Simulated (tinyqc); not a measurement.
## Floating body of a partially depleted SOI transistor: body voltage and kink: output curve and kink

Source at 0 V. Channel current Ic = 2 nf K Vt^2 [F(0) - F(Vd)](1 + la Vd), F(V) = ln^2(1 + exp((Vg - VT - nf V)/(2 nf Vt))), VT = VT0 - gb Vb. Saturation voltage Vs = 2 Vt sqrt(F(0)) + 3 Vt, excess Ve = (Vd - Vs + sqrt((Vd - Vs)^2 + 0.0004 V^2))/2, multiplication M1 = Ai Ve exp(-Bl/Ve). Each junction passes D(v) = J1 (exp(v/Vt) - 1) + J2 (exp(v/(2 Vt)) - 1). Bipolar current Ib = bb J1 (exp(Vb/Vt) - 1). The body settles where M1 (Ic + Ib) = D(Vb) + D(Vb - Vd) + Vb/Rb; drain current Id = (1 + M1)(Ic + Ib) - D(Vb - Vd).

Rows with more than one solution for Vb (latch) are left out; dId/dVd by a forward difference over 1e-4 V, swing = 1e-4 V over the change of log10 Id; M1 under 1e-12 is printed as 0.

Inputs (values chosen for the exercise); values of the order met in partially depleted silicon-on-insulator transistors:
- T = 300 K (temperature)
- VT0 = 0.38 V (threshold at zero body voltage)
- gb = 0.25 (fall of the threshold per volt of body voltage)
- nf = 1.24 (slope factor)
- K = 150 uA/(V^2 um) (gain factor per width)
- la = 0.1 1/V (channel-length modulation factor)
- Ai = 3.95 1/V (impact-ionisation prefactor)
- Bl = 7.1 V (impact-ionisation voltage)
- J1 = 5.5e-12 uA/um (diffusion saturation current of each junction)
- J2 = 2.4e-8 uA/um (recombination saturation current of each junction)
- bb = 0 (gain of the lateral bipolar transistor on the diffusion current)
- Rb = 1e9 kohm um (resistance of a weak body tie to the source (1e9 stands for no tie, and the term is then dropped))
- Vg = 0.76 V (gate voltage)

Constants: q = 1.602176634e-19 C, kB = 1.380649e-23 J/K, Vt = kB T/q. Results are converted to the units shown.

Results:
```
Vd (V),Vb (V),M1,"Id, floating (uA/um)","Id, grounded (uA/um)",ratio,"dId/dVd, floating (uS/um)","dId/dVd, grounded (uS/um)"
1,0.3868,3.961e-6,15.12,9.616,1.573,15.72,0.8789
1.16,0.4906,7.483e-5,17.06,9.759,1.748,9.510,0.9160
1.32,0.5510,5.964e-4,18.37,9.914,1.853,7.177,1.046
1.64,0.6236,0.008353,20.39,10.35,1.970,6.021,1.827
1.8,0.6477,0.02027,21.39,10.70,1.999,6.556,2.534
```

Estimate the missing row, Vd = 1.48 V.

Computed row:
```
Vd (V),Vb (V),M1,"Id, floating (uA/um)","Id, grounded (uA/um)",ratio,"dId/dVd, floating (uS/um)","dId/dVd, grounded (uS/um)"
1.48,0.5927,0.002685,19.42,10.10,1.923,6.187,1.335
```

With this row back in the table: Vb rises from 0.387 to 0.648 V and the ratio of the currents rises from 1.57 to 2.00. The output conductance with a floating body exceeds the grounded value by the largest factor among the rows, 17.9, at Vd = 1 V, where Vb = 0.387 V and M1 = 3.96e-6.

Range of the model: The multiplication law is an empirical form chosen for the exercise; self-heating and capacitive coupling to the body are left out, and the linear laws are rough once Vb passes about 0.7 V or M1 about 0.1.

Numbers from tinyqc (`OMP_NUM_THREADS=1 python tinyqc.py 2182229 2182230 out.jsonl`; about 0.2 s on one thread of a shared Intel Xeon 2.30GHz).
